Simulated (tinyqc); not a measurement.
Nucleation and growth against temperature: classical nucleation, growth and JMAK kinetics of crystallisation from a melt or glass. Computed by tinyqc, a small Python program. Command: `OMP_NUM_THREADS=1 python tinyqc.py 3016415 3016416 out.jsonl nucl walk`. One thread of a shared host (Intel(R) Xeon(R) Processor @ 2.30GHz), about 0.01 s of CPU time with the checks.

A spherical nucleus with a sharp interface of isotropic energy gamma; lambda = Omega^(1/3) is the jump distance.

Inputs (values chosen for the exercise, for a model substance): melting point T_m = 1270 K; heat of melting per volume H = 656 J/cm^3; interface energy gamma = 0.0739 J/m^2; atomic volume Omega = 29.9 angstrom^3; diffusion prefactor D0 = 5.9e-05 m^2/s; activation energy Q = 2.17 eV.

Nucleation: homogeneous. Driving force: Turnbull (linear).

Constants: k_B = 1.380649e-23 J/K; k_B = 8.617333262e-05 eV/K.

Method:
- Driving force per volume: dG = H (T_m - T)/T_m.
- Shape factor f = 1.
- W(r) = f [4 pi r^2 gamma - (4/3) pi r^3 dG]; r* = 2 gamma/dG; W* = f 16 pi gamma^3/(3 dG^2); n* = f (4/3) pi r*^3/Omega.
- D = D0 exp(-Q/(k_B T)); attachment rate k+ = (A*/lambda^2) D/lambda^2 with A* = 4 pi r*^2; Zeldovich factor Z = sqrt(W*/(3 pi k_B T))/n*; sites per volume N = 1/Omega; I = N Z k+ exp(-W*/(k_B T)); lag time = 1/(4 pi Z^2 k+).
- Growth (Wilson-Frenkel): u = (D/lambda) [1 - exp(-dG Omega/(k_B T))].
- JMAK with steady nucleation and growth, nuclei spread at random: extended fraction X_e = (pi/3) I u^3 t^4, X = 1 - exp(-X_e); t_X = [-3 ln(1 - X)/(pi I u^3)]^(1/4); final grains per volume = Gamma(5/4) (3/pi)^(1/4) (I/u)^(3/4), Gamma(5/4) = 0.9064024771.
- Grain size = (grains per volume)^(-1/3). Rows are kept where W*/(k_B T) < 70.

Rates:
```
T (K)  W*/(k_B T)  I (1/(m^3 s))     u (m/s)   t_0.5 (s)  grain size (micrometre)
635         7.169     1.7024e+23  7.6666e-13  1.7139e+03               1.5110e-03
698         8.038     2.4418e+24  2.4499e-11  6.5525e+01               1.8461e-03
762         9.335     1.3223e+25  4.4413e-10  4.8891e+00               2.4971e-03
826        11.273     2.3663e+25  4.9421e-09  6.9382e-01               3.9433e-03
889        14.225     1.0341e+25  3.6133e-08  1.9193e-01               7.9749e-03
952        19.068     5.1332e+23  1.9279e-07  1.1582e-01               2.5679e-02
1016       28.005     3.4562e+20  7.9833e-07  2.4769e-01               2.2740e-01
1080       47.083     7.5444e+12  2.5394e-06  8.5556e+00               2.4984e+01
```

What follows from these numbers?

Among these rows I peaks at 826 K, u at 1080 K and the change is fastest at 952 K, between the two. Growth has no barrier W*, so it peaks nearer T_m than nucleation. The grain size goes as (u/I)^(1/4), from 0.0015 micrometre at the lowest T to 25 at the highest. Caution: in the coldest rows the nucleus has under 20 atoms or the barrier is under 10 k_B T, where the capillary model and steady rates are only a guide. Caution: in some rows the lag time is not small against the half time, so steady nucleation overstates the speed there.

Extremes, crossings and ranges named in words are read from the listed rows.
